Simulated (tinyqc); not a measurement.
Junction parameters from two forward currents.

Question. D(v) = J1 (exp(v/Vt) - 1) + J2 (exp(v/(2 Vt)) - 1). Find J1, J2 and the voltage 2 Vt ln(J2/J1) near which both parts are equal.

Values chosen for this exercise: temperature T = 398 K.

Constants: q = 1.602176634e-19 C, kB = 1.380649e-23 J/K, Vt = kB T/q. Results are converted to the units shown.

junction voltages (V): [0.28, 0.67]
currents (uA/um): [2.7734895e-6, 0.0038687722]

Answer. The current is linear in J1 and J2, so two points give two equations.

J1 = 1.00e-11 uA/um
J2 = 4.70e-8 uA/um
crossover = 0.580 V

Program tinyqc, `OMP_NUM_THREADS=1 python tinyqc.py 2182014 2182015 out.jsonl`; Intel Xeon 2.30GHz, shared host, one thread, about 0.2 s.
